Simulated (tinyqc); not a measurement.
Plane-wave Kohn-Sham cycle with exchange-only LDA in a layered model solid, step by step. One step of it, computed by the program tinyqc.

Task: Iteration 2: potential. V_H(G) = 4 pi rho(G)/G^2 for G != 0 (uniform background); v_x = -(3 rho/pi)^(1/3); V = V_ext + V_H + v_x; Fourier components f(G_m) = (1/N) sum_j f(x_j) exp(-i G_m x_j).

A solid whose potential varies along x alone (atomic units):
```
parameter                      value
period a                    9.100000
cross-section of the cell  18.000000
electrons per cell                 4
grid points                       16
plane waves -n..n, n               3
k points                           1
V1 in V1 cos(2 pi x/a)     -0.610000
V2 in V2 cos(4 pi x/a)     -0.180000
```

density after iteration 1 (e/bohr^3): 0.03219643  0.03318487  0.03271120  0.02799523  0.02245355  0.01920616  0.01786807  0.01729385  0.01709814  0.01729385  0.01786807  0.01920616  0.02245355  0.02799523  0.03271120  0.03318487

Give: Potentials on the grid; V(G_m), m = 0, 1, 2, ....

Result:

Potentials on the grid (hartree):
```
x         V_ext      V_H      v_x        V
0.0000  -0.7900   0.2399  -0.3133  -0.8634
0.5687  -0.6908   0.2237  -0.3164  -0.7836
1.1375  -0.4313   0.1723  -0.3149  -0.5739
1.7063  -0.1062   0.0889  -0.2990  -0.3163
2.2750   0.1800  -0.0088  -0.2778  -0.1067
2.8438   0.3607  -0.0994  -0.2637  -0.0024
3.4125   0.4313  -0.1695  -0.2574   0.0044
3.9813   0.4363  -0.2131  -0.2547  -0.0315
4.5500   0.4300  -0.2280  -0.2537  -0.0516
5.1188   0.4363  -0.2131  -0.2547  -0.0315
5.6875   0.4313  -0.1695  -0.2574   0.0044
6.2562   0.3607  -0.0994  -0.2637  -0.0024
6.8250   0.1800  -0.0088  -0.2778  -0.1067
7.3937  -0.1062   0.0889  -0.2990  -0.3163
7.9625  -0.4313   0.1723  -0.3149  -0.5739
8.5312  -0.6908   0.2237  -0.3164  -0.7836
```

V(G_m), m = 0, 1, 2, ... (hartree): -0.2834  -0.2037  -0.0877  0.0007  0.0007  0.0001  0.0000
